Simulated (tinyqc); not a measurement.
From results back to parameters: shallow donor in effective-mass theory, with valley-orbit splitting. Four cases, with inputs chosen for the exercise.

Problem. Without strain the levels are A1 = E0 - D0 - 4 D1 - D2, T2 = E0 - D0 + D2 and E = E0 - D0 + 2 D1 - D2. They were computed from hidden D0, D1 and D2.

Find: D1; D2; D0.

Method. E - A1 = 6 D1, T2 - E = 2 D2 - 2 D1, and the mean (A1 + 3 T2 + 2 E)/6 is E0 - D0.

Case 1.

Values chosen (out of a larger set: near those of a group-V donor in Si; not measured data): E0 = -31.5 meV (single-valley level).

A1, T2, E (meV): -71.490  -32.510  -29.490

Solution.

D1 = 7.00 meV
D2 = 5.49 meV
D0 = 6.50 meV

Case 2.

Values chosen (out of a larger set: near those of a group-V donor in Si; not measured data): E0 = -28.9 meV (single-valley level).

A1, T2, E (meV): -67.850  -29.890  -27.890

Solution.

D1 = 6.66 meV
D2 = 5.66 meV
D0 = 6.65 meV

Case 3.

Values chosen (out of a larger set: near those of a group-V donor in Si; not measured data): E0 = -32 meV (single-valley level).

A1, T2, E (meV): -45.770  -34.370  -32.990

Solution.

D1 = 2.13 meV
D2 = 1.44 meV
D0 = 3.81 meV

Case 4.

Values chosen (out of a larger set: near those of a group-V donor in Si; not measured data): E0 = -30.5 meV (single-valley level).

A1, T2, E (meV): -52.760  -31.400  -30.320

Solution.

D1 = 3.74 meV
D2 = 3.20 meV
D0 = 4.10 meV

Computed by tinyqc, one run a case: `OMP_NUM_THREADS=1 python tinyqc.py N N+1 out.jsonl` with N = 1251044, 1251059, 1251064, 1251165; one thread of a shared Intel(R) Xeon(R) Processor @ 2.30GHz, about 0.01 s a run at most.
